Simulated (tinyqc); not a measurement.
# Octagonal on-chip spiral inductor, lumped pi model: what changes with what

Outer diameter do = di + 2 n wd + 2 (n - 1) sp, mean da = (do + di)/2, fill p = (do - di)/(do + di), length l = 3.314 n da. L = 2.25 mu0 n^2 da/(1 + 3.55 p), mu0 = 4 pi 1e-7 H/m. Rs = rho l/(wd delta (1 - exp(-th/delta))), delta = sqrt(rho/(pi f mu0)). Cs = n wd^2 eps0 eo/hu across the coil. At each end Cox = l wd eps0 eo/(2 ho) leads to the substrate branch Rsi = 2 rs he/(l wd) in parallel with Csi = l wd eps0 11.7/(2 he). With one end grounded Y = 1/(Rs + i w L) + i w Cs + 1/[1/(i w Cox) + 1/(1/Rsi + i w Csi)], w = 2 pi f; Q = -Im Y/Re Y. Eddy currents in neighbouring turns and in the substrate are left out.

Values chosen for this exercise; values of the order met in silicon radio-frequency processes:
- n = 3.5 (number of turns)
- wd = 15 um (line width)
- sp = 3 um (space between turns)
- di = 60 um (inner diameter)
- th = 0.9 um (metal thickness)
- rho = 1.9 uohm cm (metal resistivity)
- ho = 5.6 um (oxide below the coil)
- hu = 0.6 um (oxide between coil and underpass)
- eo = 3 (relative permittivity of the oxide)
- rs = 10 ohm cm (substrate resistivity)
- he = 30 um (effective spreading depth in the substrate)
- f = 0.85 GHz (frequency)

Constants: eps0 = 8.8541878128e-12 F/m. Results are converted to the units shown.

Each table varies one quantity; the others keep the values above.

## Quality factor against frequency

Apparent inductance Im(1/Y)/w; share of the loss Re(substrate branch)/Re Y.

Quality factor against frequency:
```
f (GHz),Rs (ohm),w L/Rs,Q,apparent inductance (nH),loss in the substrate (%)
0.28,2.179,1.209,1.208,1.498,0.001168
0.46,2.244,1.929,1.926,1.499,0.006204
0.75,2.327,3.032,3.022,1.501,0.03663
1.2,2.432,4.644,4.599,1.508,0.2120
2,2.582,7.290,7.046,1.526,1.400
3.3,2.779,11.18,9.784,1.574,7.759
5.4,3.039,16.72,10.39,1.703,28.97
8.8,3.387,24.45,6.738,2.102,60.53
14,3.833,34.37,1.895,3.974,81.32
```

What does the comparison show?

Q goes from 1.21 through a maximum of 10.4 (at f = 5.4 GHz among the rows listed) to 1.90; the exact peak is 10.7 at 4.59 GHz and Q reaches zero at the self-resonance, 16.9 GHz. The share of the substrate rises from 0.00117 to 81.3 %, and the apparent inductance ends at 2.65 times L. At the peak the substrate takes 19.9 % of the loss.

## Effect of the number of turns

Same model as above.

Peak Q and its frequency from a search over f; self-resonance where Im Y = 0; Q at the given f (negative beyond resonance).

Result of one run:
```
n,L (nH),do (um),peak Q,f of the peak (GHz),self-resonance (GHz),Q at f
3.5,1.498,180.0,10.65,4.591,16.87,3.385
```

What becomes of these results when the number of turns n is changed from 3.5 to 4.5, all else the same?

Result of the changed run:
```
n,L (nH),do (um),peak Q,f of the peak (GHz),self-resonance (GHz),Q at f
4.5,2.628,216.0,9.264,3.117,10.50,3.990
```

The whole series:
```
n,L (nH),do (um),peak Q,f of the peak (GHz),self-resonance (GHz),Q at f
1.5,0.2653,108.0,18.56,21.48,66.97,2.007
2.5,0.7322,144.0,13.04,8.184,30.03,2.734
3.5,1.498,180.0,10.65,4.591,16.87,3.385
4.5,2.628,216.0,9.264,3.117,10.50,3.990
5.5,4.190,252.0,8.264,2.309,6.963,4.545
6.5,6.250,288.0,7.467,1.794,4.876,5.028
8.5,12.13,360.0,6.216,1.176,2.743,5.605
```

As n goes from 1.5 to 8.5, L rises from 0.265 to 12.1 nH, the peak Q falls from 18.6 to 6.22, its frequency falls from 21.5 to 1.18 GHz and the self-resonance falls from 67.0 to 2.74 GHz.

tinyqc, about 0.01 s, one thread, Intel Xeon 2.30GHz (shared host): `OMP_NUM_THREADS=1 python tinyqc.py 2302058 2302059 out.jsonl`
